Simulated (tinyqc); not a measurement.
From results to parameters: diatomic chain. Computed by the program tinyqc.

Problem. A chain of two alternating masses has one spring constant k; at the zone edge omega^2 = 2k/M and 2k/m, and wavenumber = 521.4708 sqrt(omega^2) with omega^2 in eV/(angstrom^2 u). Find k, the heavier mass and the optical wavenumber at q = 0.

wavenumbers at the zone edge (cm^-1): 476.449298  675.565709
lighter mass = 28.600000 u

Solution. The upper value gives k = m omega^2/2, the ratio of the squares gives M/m, and at q = 0 omega^2 = 2k (1/m + 1/M), the sum of the two.

k = 24.0000 eV/angstrom^2
heavier mass = 57.500 u
optical wavenumber at q = 0 = 826.6758 cm^-1
